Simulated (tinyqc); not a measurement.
Vibrations of a mass or spring defect in a linear chain. From one set of inputs to another, one input at a time. Computed by tinyqc, a small Python program. Command: `OMP_NUM_THREADS=1 python tinyqc.py 3018230 3018231 out.jsonl localmode ladder`. One thread of a shared host (Intel(R) Xeon(R) Processor @ 2.30GHz), about 0.02 s of CPU time with the checks.

A ring of N atoms with nearest-neighbour springs k and motion along the chain. Atom 1 is the defect, of mass M', and its two springs are k'. All other atoms have the mass M.

The inputs printed are set A. Inputs not listed in the table keep their values of set A, so the rows need not describe a real material.

Inputs (values chosen for the exercise, for a model chain): spring constant k = 2.8 eV/angstrom^2; host mass M = 94.5 u; defect mass M' = 34 u; spring ratio k'/k at the defect = 1.

Host: monatomic.

Constants: nu for 1 eV/(angstrom^2 u) = 15.6333042 THz.

Method:
- Host band: lambda from 0 to 4k/M.
- nu = 15.6333042 THz x sqrt(lambda), lambda in eV/(angstrom^2 u).
- D_ii = (sum of the two springs at i)/M_i, D_ij = -k_ij/sqrt(M_i M_j) for neighbours, closed into a ring.
- The same matrix for 120 atoms; amplitudes are the mass-weighted eigenvector, in size, relative to the defect, for the highest mode; its weight is the squared component of the normalised eigenvector on the defect.

Each row keeps all changes above it; columns: (1) input moved; (2) from; (3) to; (4) highest frequency, long ring (THz); (5) weight of the highest mode on the defect; (6) ratio to the top of the host band:
```
(1)                                 (2)   (3)    (4)     (5)    (6)
set A                                 -     -  7.006  0.7806  1.302
spring constant k (eV/angstrom^2)   2.8  4.91  9.278  0.7806  1.302
defect mass M' (u)                   34  30.4  9.699  0.8083  1.361
host mass M (u)                    94.5  81.5  9.851  0.7707  1.284
```

Where does the difference come from?

Highest frequency, long ring goes from 7.01 to 9.85, a factor 1.41 in all. The largest single move comes from spring constant k (a factor 1.32). Weight of the highest mode on the defect goes from 0.781 to 0.771, a factor 0.9873 in all. The largest single move comes from host mass M (a factor 0.954), and defect mass M' works against it (a factor 1.04). Ratio to the top of the host band goes from 1.30 to 1.28, a factor 0.9861 in all. The largest single move comes from host mass M (a factor 0.943), and defect mass M' works against it (a factor 1.05). The single moves hold for this order of the switches; the total does not depend on the order.

Extremes, crossings and ranges named in words are read from the listed rows.
